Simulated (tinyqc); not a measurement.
Length of a molecular wire: coherent transport through a tight-binding bridge. Computed by the program tinyqc. 

A uniform bridge between two chains:
```
parameter,value
site energy (eV),3.310000
hopping in the bridge (eV),1.400000
lead hopping (eV),1.640000
couplings (eV),"0.65, 1.07"
E (eV),0.450000
```

T = Gamma_L Gamma_R |G_1n|^2 with the self-energies of semi-infinite chains.

Transmission against length:
```
sites,T,ln T
2,2.8330e-02,-3.564
3,1.4075e-02,-4.263
4,7.8496e-03,-4.847
5,4.6708e-03,-5.366
6,2.8887e-03,-5.847
7,1.8298e-03,-6.304
8,1.1767e-03,-6.745
9,7.6413e-04,-7.177
10,4.9936e-04,-7.602
```

E lies outside the band of the bridge (|E - e|/2h = 1.021 > 1), so T decays as exp(-beta n) with beta = 2 arccosh(1.021) = 0.4133 a site; the last two rows give 0.4254.
